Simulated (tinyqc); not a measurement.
Raising U: Hubbard chain of 5 sites, mean field against exact. Computed by the program tinyqc. Command: `OMP_NUM_THREADS=1 python tinyqc.py 115537 115538 out.jsonl`; one thread of a shared host (Intel(R) Xeon(R) Processor @ 2.60GHz), about 5 s.

one-body matrix (hopping and site energies) (eV):
```
,1,2,3,4,5
1,0.0000,-1.1300,0.0000,0.0000,0.0000
2,-1.1300,0.0000,-1.1300,0.0000,0.0000
3,0.0000,-1.1300,0.0000,-1.1300,0.0000
4,0.0000,0.0000,-1.1300,0.0000,-1.1300
5,0.0000,0.0000,0.0000,-1.1300,0.0000
```

electrons, up and down: 3  2

Collinear unrestricted mean field (the lowest of 40 random starts) against exact diagonalisation.

Exact and mean-field results (eV):
```
U,U/t,E exact,E mean field,mean |n_up - n_down|,"double occupancy, exact",first gap in the sector
0.560,0.496,-5.54984,-5.52474,0.231,0.213,1.078
1.130,1.000,-4.97460,-4.87462,0.278,0.191,1.016
2.260,2.000,-4.01619,-3.67206,0.460,0.149,0.881
3.390,3.000,-3.28228,-2.75235,0.684,0.112,0.752
4.520,4.000,-2.73174,-2.15076,0.810,0.084,0.642
6.780,6.000,-2.00266,-1.47476,0.913,0.049,0.482
9.040,8.000,-1.56232,-1.11663,0.950,0.031,0.379
13.560,12.000,-1.07405,-0.74939,0.978,0.015,0.263
22.600,20.000,-0.65530,-0.45115,0.992,0.006,0.161
```

In absolute terms mean field is worst at U/t = 4.0, 0.581 eV too high: at small U it is nearly exact, and at large U it misses only exchange-scale energies. Relative to the exact energy its error is 0.5 % at the smallest U, 31 % at most and 31 % at the largest. The double occupancy falls from 0.213 to 0.006; at the largest U the first gap is 0.71 times the exchange scale 4t^2/U.
